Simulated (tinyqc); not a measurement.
Debye-Callaway model of lattice thermal conductivity: one step, computed by the program tinyqc.

Three acoustic branches with one velocity v, cut at omega_D = k_B Theta/hbar; x = hbar omega/(k_B T). v and Theta are separate inputs: Theta cuts off the heat-carrying modes, so C need not reach 3 k_B/V. gamma is an effective value that sets the umklapp rate. Heat flows along the wire.

Question. The integrand on a coarse grid. Rates: point defects A omega^4; umklapp B omega^2 T exp(-Theta/(b T)) with B = hbar gamma^2/(M v^2 Theta). Boundaries: v/Lambda_B with Lambda_B = D (1 + p)/(1 - p). x runs in ten equal steps to min(Theta/T, 12); g = x^4 e^x/(e^x - 1)^2; tau_C is the inverse of all rates summed; the last column is c tau_C g with c = (k_B/(2 pi^2 v)) (k_B T/hbar)^3.

Inputs (values chosen for the exercise, modelled on boron arsenide):
```
quantity                              value        unit
sound velocity v                       5550         m/s
Debye temperature Theta                 684           K
mean atomic mass M                     42.9           u
effective Grueneisen parameter gamma  0.862           -
umklapp exponent divisor b                3           -
wire diameter D                         4.2  micrometre
specularity p                           0.2           -
temperature T                           400           K
```

Sample: wire. Point defects: isotopes. Normal processes: left out.

Rayleigh coefficient A = 1.329442e-46 s^3

Constants: k_B = 1.380649e-23 J/K; hbar = 1.054571817e-34 J s; u = 1.6605390666e-27 kg.

Give: Integrand.

Answer.

Integrand:
```
x          g  tau_C (s)  c tau_C g (W/(m K))
0.171  0.029  5.468e-10                288.7
0.342  0.116  2.135e-10                447.7
0.513  0.257  1.056e-10                491.9
0.684  0.450  6.153e-11                501.2
0.855  0.688  3.985e-11                496.3
1.026  0.965  2.771e-11                484.0
1.197  1.273  2.027e-11                467.1
1.368  1.605  1.539e-11                446.9
1.539  1.952  1.202e-11                424.5
1.710  2.305  9.603e-12                400.6
```

Among these rows the integrand is largest at x = 0.68.
